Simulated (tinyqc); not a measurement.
Which roughness does what: X-ray reflectivity of a thin film on silicon: critical angles, Parratt recursion, fringes and roughness. Computed by tinyqc, a small Python program. Command: `OMP_NUM_THREADS=1 python tinyqc.py 3120274 3120275 out.jsonl xrr walk`. One thread of a shared host (Intel(R) Xeon(R) Processor @ 2.30GHz), about 0.01 s of CPU time with the checks.

n = 1 - delta + i beta; the classical electron radius is r_e = 2.8179403e-6 nm. Layer 0 is vacuum, 1 the film, 2 the substrate.

Inputs (values chosen for the exercise, modelled on HfO2 on silicon, copper K-alpha radiation):

| quantity | value | unit |
|---|---|---|
| wavelength lambda | 0.15406 | nm |
| film density rho | 9.25 | g/cm^3 |
| effective electrons per unit mass, film | 0.421 | mol/g |
| beta/delta, film | 0.07 | - |
| film thickness d | 25.2 | nm |
| roughness of the surface sigma_1 | 0.13 | nm |
| roughness of the interface sigma_2 | 0.64 | nm |
| substrate density | 2.33 | g/cm^3 |
| effective electrons per unit mass, substrate | 0.507 | mol/g |
| beta/delta, substrate | 0.023 | - |
| grazing angle theta | 1.13 | degrees |

Constants: N_A = 6.02214076e+23 1/mol.

Method:
- delta = r_e lambda^2 rho_e/(2 pi), rho_e = density x electrons per mass x N_A; critical angle sqrt(2 delta), q_c = 4 sqrt(pi r_e rho_e).
- k_j = (2 pi/lambda) sqrt(sin^2 theta - 2 delta_j + 2 i beta_j); r_ij = (k_i - k_j)/(k_i + k_j) x exp(-2 k_i k_j sigma^2) (Nevot-Croce); r = (r_01 + r_12 p)/(1 + r_01 r_12 p), p = exp(2 i k_1 d); R = |r|^2.
- Far above the critical angle the period is d theta = lambda/(2 d), or 2 pi/d in q; the envelope runs between (|r_01| - |r_12 p|)^2 and (|r_01| + |r_12 p|)^2; contrast = 2 a b/(a^2 + b^2) with a = |r_01|, b = |r_12 p|; roughness factors on the amplitudes are about exp(-q^2 sigma^2/2).
- R is averaged over one period above each angle (64 points); contrast = (max - min)/(max + min) of R theta^4 over that period. Cases: smooth; only sigma_1; only sigma_2; both.

period in theta = 0.175139 degrees

Constants:

| layer | rho_e (1/nm^3) | delta | beta | critical angle (degrees) | q_c (1/nm) |
|---|---|---|---|---|---|
| film | 2345.17 | 2.49636e-05 | 1.74745e-06 | 0.404847 | 0.576353 |
| substrate | 711.40 | 7.57263e-06 | 1.74170e-07 | 0.222977 | 0.317437 |

Mean R and contrast:

| theta (degrees) | R smooth | contrast | R, sigma_1 | contrast, sigma_1 | R, sigma_2 | contrast, sigma_2 | R, both | contrast, both |
|---|---|---|---|---|---|---|---|---|
| 0.8 | 0.0041493 | 0.85994 | 4.0725e-03 | 0.86656 | 3.7995e-03 | 0.70999 | 3.7215e-03 | 0.71586 |
| 1.2 | 0.0010061 | 0.88145 | 9.6886e-04 | 0.89294 | 8.0361e-04 | 0.58763 | 7.6685e-04 | 0.60193 |
| 1.8 | 0.0001925 | 0.90273 | 1.7697e-04 | 0.92717 | 1.4302e-04 | 0.31374 | 1.2736e-04 | 0.32652 |
| 2.5 | 0.0000554 | 0.91194 | 4.7598e-05 | 0.95223 | 3.9023e-05 | 0.08681 | 3.1171e-05 | 0.09717 |
| 3.5 | 0.0000145 | 0.91826 | 1.0871e-05 | 0.97821 | 1.0373e-05 | 0.00677 | 6.7031e-06 | 0.02039 |

What follows from these numbers?

At 2.5 degrees sigma_1 alone multiplies the mean R by 0.86 and sigma_2 alone by 0.70; the contrast goes from 0.91 (smooth) to 0.95 and 0.09.
